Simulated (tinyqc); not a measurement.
Time-dependent dielectric breakdown: cell percolation, Weibull statistics, area scaling and voltage extrapolation: one step, computed by the program tinyqc.

The oxide is divided into columns of area a^2, each holding m = t_ox/a cells (m is taken as continuous). A share lambda(t) = (t/t_1)^alpha of the cells is defective, and a column whose cells are all defective breaks down.

Problem. Projection to use conditions. All three voltage laws share the slope n at the stress voltage. Factor t(V_u)/t(V): E law exp(n (1 - V_u/V)); 1/E law exp(n (V/V_u - 1)); power law (V/V_u)^n. Temperatures in kelvin are T(C) + 273.15. Temperature factor exp[(E_a/k_B)(1/T_u - 1/T)]; area factor (A/A_u)^(1/beta); percentile factor (-ln(1 - F))^(1/beta); life = t63 x all four; 1 year = 3.15576e7 s.

Inputs (values chosen for the exercise, for a model gate oxide):
```
quantity                                                  value  unit
test area A                                                2000  um^2
product area A_u                                          5e+06  um^2
stress voltage V                                           5.67     V
use voltage V_u                                             2.9     V
local exponent n = -d ln t/d ln V at the stress voltage      37     -
activation energy E_a                                      0.78    eV
stress temperature T                                        125     C
use temperature T_u                                          85     C
allowed failure fraction F                               0.0001     -
```

Voltage law used: 1/E.

Weibull slope beta = 2.86

characteristic life t63 = 2973.914 s

Constants: k_B = 8.617333262e-05 eV/K.

Give: voltage factor; temperature factor; area factor; percentile factor; projected life.

Solution.

voltage factor = 2.231e+15

temperature factor = 12.67

area factor = 0.06485

percentile factor = 0.03994

projected life = 6.899e+09 years

Area and percentile together cost 2.6 decades, voltage and temperature return 16.5; a ten-year target is met. Caution: t_1 is an input here; in a real oxide it changes with thickness at fixed voltage. Caution: a voltage factor of more than nine decades rests wholly on the chosen law and cannot be tested.
